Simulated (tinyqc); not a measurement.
Energy and delay of logic against supply voltage: one step of the calculation.

One expression serves below and above threshold: I(Vg) = Ik [ln(1 + exp((Vg - VT + dd V)/(al nf Vt)))]^al, with I_on = I(V) and I_off = I(0). Gate delay td = kd C V/I_on, clock period LD td. Per gate and cycle the switching energy is act C V^2 and the leakage energy I_off V LD td. No short-circuit current, no variation. Minima are sought above 0.09 V; below a few Vt gates no longer switch and the model has no meaning.

Problem. New V. Minimum-energy supply: E(V) is the energy per gate and cycle; with h = 0.001 V, E' = (E(V + h) - E(V - h))/(2 h), E'' = (E(V - h) - 2 E(V) + E(V + h))/h^2, V(new) = V - E'/E''.

Parameters, values chosen for the exercise; values of the order met in logic technologies:
- T = 250 K (temperature)
- VT = 0.24 V (threshold voltage at zero drain bias)
- nf = 1.14 (slope factor)
- dd = 0.03 (barrier lowering per volt of supply)
- Ik = 1 uA (specific current of a gate)
- al = 1.29 (exponent of the current law)
- C = 0.54 fF (load capacitance of a gate)
- kd = 0.9 (delay factor)
- LD = 40 (logic depth)
- act = 0.05 (activity factor)

Constants: q = 1.602176634e-19 C, kB = 1.380649e-23 J/K, Vt = kB T/q. Results are converted to the units shown.

V at the start = 0.16 V

Wanted: E'; E''; V after iteration 1.

Solution.

E' = -11.98 aJ/V
E'' = 580.2 aJ/V^2
V after iteration 1 = 0.1806 V

Program tinyqc, `OMP_NUM_THREADS=1 python tinyqc.py 2082122 2082123 out.jsonl`; Intel Xeon 2.30GHz, shared host, one thread, about 0.01 s.
